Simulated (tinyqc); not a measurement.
# Series resistance and length offset from two lengths at two overdrives

Inverse problem. In strong inversion R W = Rsd + k(x)(L - dL), k(x) = (1 + th1 x)/(mu0 Cox x), x the overdrive, Cox = eps0 eox/tox, with Rsd and dL independent of x. Find dL, Rsd, mu0 and th1.

Inputs (values chosen for the exercise):
- eox = 3.9 (relative permittivity of the gate insulator (close to silicon dioxide))
- tox = 4.1 nm (insulator thickness)

Constants: eps0 = 8.8541878128e-14 F/cm where lengths are in cm. Results are converted to the units shown.

total resistance times width (ohm um):
```
,L = 0.069 um,L = 1.2 um
overdrive 0.57 V,899.843078,13149.3851
overdrive 0.92 V,662.105882,8430.30175
```

Solution. At each overdrive R W is a straight line in L; the two lines cross at L = dL, R W = Rsd. Their slopes give k x = (1 + th1 x)/(mu0 Cox), a straight line in x.

dL = 0.009000 um
Rsd = 250.0 ohm um
mu0 = 200.0 cm^2/(V s)
th1 = 0.07000 1/V

Numbers from tinyqc (`OMP_NUM_THREADS=1 python tinyqc.py 2210086 2210087 out.jsonl`; about 0.01 s on one thread of a shared Intel Xeon 2.30GHz).
